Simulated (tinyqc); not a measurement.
Worked calculation: sp3s* tight binding. Values are carried at full precision from step to step, so a last printed digit may differ when a step is redone from the rounded ones.

sp3s* tight binding, nearest neighbours only: anion (a) at 0, cation (c) at a/4 (1,1,1), orbitals s, px, py, pz, s* on each; k in units of 2 pi/a. With phases e_j = exp(i (pi/2) k.n_j) for n = (1,1,1), (1,-1,-1), (-1,1,-1), (-1,-1,1): g0 = (e1+e2+e3+e4)/4, g1 = (e1+e2-e3-e4)/4, g2 = (e1-e2+e3-e4)/4, g3 = (e1-e2-e3+e4)/4. The diagonal holds the levels Esa, Epa, Exa (s*) and Esc, Epc, Exc. Anion-cation block: <sa|sc> = Vss g0; <sa|xc> = Vsapc g1; <xa|sc> = -Vscpa g1; <xa|xc> = Vxx g0; <xa|yc> = <ya|xc> = Vxy g3, <xa|zc> = <za|xc> = Vxy g2, <ya|zc> = <za|yc> = Vxy g1; <s*a|xc> = Vxapc g1; <xa|s*c> = -Vpaxc g1; y and z take g2 and g3 in place of g1; s-s* and s*-s* vanish.

Constants: hbar^2/2m0 = 3.80998211 eV angstrom^2.

Values chosen for the exercise (near a published set for SiC, fitted to gaps, whose masses and valley positions are rough; the results hold for these values, not for the real material): k = (0.22, 0.22, 0) 2 pi/a (wave vector); Esa = -8.427 eV (s level of the anion); Epa = 2.093 eV (p level of the anion); Esc = -4.909 eV (s level of the cation); Epc = 4.325 eV (p level of the cation); Exa = 9.52 eV (s* level of the anion); Exc = 9.373 eV (s* level of the cation); Vss = -12.586 eV (s-s); Vxx = 3.052 eV (px-px); Vxy = 5.991 eV (px-py); Vsapc = 9.485 eV (s anion, p cation); Vscpa = 9.239 eV (s cation, p anion); Vxapc = 8.636 eV (s* anion, p cation); Vpaxc = 4.369 eV (p anion, s* cation); a = 4.36 angstrom (lattice constant).

## Phase sums

Form g0 to g3 at this k.

g0, g1, g2, g3: 0.88526  0.31871i  0.31871i  -0.11474

## The Hamiltonian without spin-orbit coupling

Fill in the 10 x 10 matrix.

H(k) (eV), lower triangle (Hermitian):
```
           sa        xa        ya        za       s*a       sc      xc      yc      zc     s*c
sa    -8.4270
xa          0    2.0930
ya          0         0    2.0930
za          0         0         0    2.0930
s*a         0         0         0         0    9.5200
sc   -11.1418   2.9446i   2.9446i    1.0601         0  -4.9090
xc   -3.0230i    2.7018   -0.6874  -1.9094i  -2.7524i        0  4.3250
yc   -3.0230i   -0.6874    2.7018  -1.9094i  -2.7524i        0       0  4.3250
zc    -1.0883  -1.9094i  -1.9094i    2.7018   -0.9909        0       0       0  4.3250
s*c         0   1.3925i   1.3925i    0.5013         0        0       0       0       0  9.3730
```

## Levels at this k

Diagonalise H, which belongs to k = (0.22, 0.22, 0) (2 pi/a). Four bands are filled (two electrons each); give the make-up of band 5, the lowest empty one.

levels (eV): -18.7215  -3.2311  -0.8713  -0.3592  5.0058  6.3354  6.7772  7.4421  10.1201  12.3133

weights of band 5: s 0.033, p 0.635, s* 0.332

weight of band 5 on atom a = 0.589

The vertical gap at this k is 5.3651 eV; band 5 is mostly p-like.

## Levels at Gamma

At k = 0 only g0 = 1 is left and H falls into 2 x 2 blocks [[E_a, V], [V, E_c]] with roots (E_a + E_c)/2 -/+ sqrt(((E_a - E_c)/2)^2 + V^2); the s* levels stay uncoupled. The direct gap runs from the highest lower root of the p blocks to the lowest upper root.

Blocks at Gamma (eV):
```
block            E_a      E_c         V  lower root  upper root
s (Gamma1)   -8.4270  -4.9090  -12.5860    -19.3763      6.0403
p (Gamma15)   2.0930   4.3250    3.0520     -0.0406      6.4586
```

direct gap at Gamma = 6.0810 eV

The lowest empty level at Gamma is s-like.

## Bands near the gap

Diagonalise at L = (1/2,1/2,1/2), X = (1,0,0), W = (1,1/2,0), K = (3/4,3/4,0) and at the fractions named between them; energies from the top of the valence band at Gamma; 4 bands are filled.

Levels (eV):
```
k        level 2  level 3  level 4  level 5  level 6
L         -9.705   -1.408   -1.408    3.609    5.971
L-G 0.5   -5.288   -0.766   -0.766    4.388    6.664
G          0.000    0.000    0.000    6.081    6.499
G-X 0.2   -1.397   -0.369   -0.369    5.442    6.553
G-X 0.4   -4.230   -1.194   -1.194    4.073    6.672
G-X 0.6   -7.259   -2.038   -2.038    3.075    6.235
G-X 0.7   -8.684   -2.377   -2.377    2.747    5.961
G-X 0.8   -9.985   -2.633   -2.633    2.528    5.720
G-X 0.9  -11.056   -2.791   -2.791    2.405    5.555
X        -11.551   -2.844   -2.844    2.366    5.496
W        -11.551   -2.844   -2.844    2.366    5.496
K        -11.270   -3.059   -2.422    2.463    5.532
K-G 0.5   -6.495   -1.850   -0.864    3.995    6.170
```

On these points the lowest empty level is lowest at X and W, 2.366 eV above the top. The band is nearly flat from X to W in this model, an artefact of nearest-neighbour coupling.

## Valleys and masses

The lowest conduction level at Gamma, at its minimum on (x,0,0) for x from 0.5 to 1, and at the point L (L, and X where the search ends there, need not be minima in this model; a zero or negative inverse mass shows it). Inverse masses m0/m = (E(+h) + E(-h) - 2 E)/(2 c q^2) with c = hbar^2/2m0, q = h 2 pi/a, h = 0.002; longitudinal along the valley axis ([100] at Gamma and Delta, [111] at L), transverse along [010] or [1-10]. A dash: the next level lies within 0.15 eV, so a single mass has no use there.

Valleys:
```
valley  x (2 pi/a)  E - Ev (eV)  m0/m_l  m0/m_t
Gamma       0.0000       6.0810    1.56    1.56
Delta       1.0000       2.3662    0.49    0.00
L           0.5000       3.6086    0.41   -1.03
```

Of these three the lowest is the Delta line, which makes the gap indirect, 2.3662 eV. A negative value marks a point that is no minimum along that axis. At Delta m0/m_t is 0.00. This nearest-neighbour model is fitted to gaps: it places the Delta minimum and the masses at Delta and L only roughly (transverse masses can be several times too heavy), and since its bands are flat from X to W the transverse mass grows too heavy towards X; d orbitals or second neighbours cure this.

## Checks

- Direct gap at Gamma from the blocks against the full matrix: both 6.08096.

Run: tinyqc, `OMP_NUM_THREADS=1 python tinyqc.py 1480151 1480152 out.jsonl`; Intel(R) Xeon(R) Processor @ 2.30GHz, one thread, shared host; about 0.06 s of CPU time with all checks.
